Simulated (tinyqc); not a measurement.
MOS inversion layer, Poisson-Schroedinger loop: mixing schemes compared.

Electrons confined at an insulator interface at z = 0, treated as a hard wall; parabolic valleys, Hartree approximation, no image or exchange terms. The depletion charge lies far deeper than the electrons and gives a uniform field q Nd/(eps0 eps_r); the gate balances all charge. Energies are counted from the band edge at the interface.

V0 = q Nd z/(eps0 eps_r) in eV.

Tridiagonal Hamiltonian with psi = 0 one step beyond both ends: H_ii = C (1/m_(i-1/2) + 1/m_(i+1/2))/hz^2 + V0_i + U_i, H_(i,i+1) = -C/(m_(i+1/2) hz^2), C = hbar^2/(2 m0). The lowest 2 level(s) are kept, normalised to hz sum |psi|^2 = 1. The mass is the same on all intervals.

Level k holds N_k = D_k Vt ln(1 + exp((EF - E_k)/Vt)) with D = md1 m0 q/(pi hbar^2) per eV (spin included); EF is fixed by sum N_k = Ns.

n_i = sum_k N_k |psi_k|^2 (converted to cm^-3). Hartree part by Gauss: on the interval before node i the electrons still beyond are S_i = Ns - hz sum_(j<i) n_j, and U_i = U_(i-1) + q S_i hz/(eps0 eps_r) in eV, U_0 = 0 at the interface. Mixing: U(new) = U + a (U(out) - U).

Rounds from U = 0 until the largest |U(out) - U| is below 1e-7 eV (the round that meets it is counted). Anderson mixing of depth m keeps the last m inputs V and residuals F = V(out) - V(in), fits c by least squares to F = dF c over their successive differences dF, dV, and sets V(new) = V + a F - (dV + a dF) c.

Parameters, values chosen for the exercise; masses and permittivity close to those of gallium nitride:
- T = 300 K (temperature)
- eps_r = 9.67 (relative permittivity)
- mz1 = 0.199 m0 (mass along z of valley set A (1 valley(s)))
- md1 = 0.197 m0 (in-plane density-of-states mass of set A)
- Ns = 1.3e13 cm^-2 (sheet density of electrons)
- Nd = 9.3e11 cm^-2 (sheet density of depletion charge)
- hz = 0.76 nm (mesh step)

Constants: q = 1.602176634e-19 C, kB = 1.380649e-23 J/K, hbar = 1.054571817e-34 J s, m0 = 9.1093837015e-31 kg, Vt = kB T/q, eps0 = 8.8541878128e-14 F/cm where lengths are in cm, hbar^2/(2 m0) = 0.0380998212 eV nm^2. Results are converted to the units shown.

z, node 1 to 14 (nm): 0.76  1.52  2.28  3.04  3.8  4.56  5.32  6.08  6.84  7.6  8.36  9.12  9.88  10.64

Rounds needed:
```
a	depth m	rounds
1	plain	over 150
0.8	plain	92
0.6	plain	17
0.4	plain	30
0.2	plain	67
0.1	plain	140
0.5	2	14
0.5	4	12
0.5	8	11
```

What does the table show?

Among the plain runs a = 0.6 is fastest, with 17 rounds; larger factors overshoot and smaller ones creep. Not converged within 150 rounds: a = 1. Anderson mixing needs 11 to 14 rounds.

Program tinyqc, `OMP_NUM_THREADS=1 python tinyqc.py 2160001 2160002 out.jsonl`; Intel Xeon 2.30GHz, shared host, one thread, about 0.6 s.
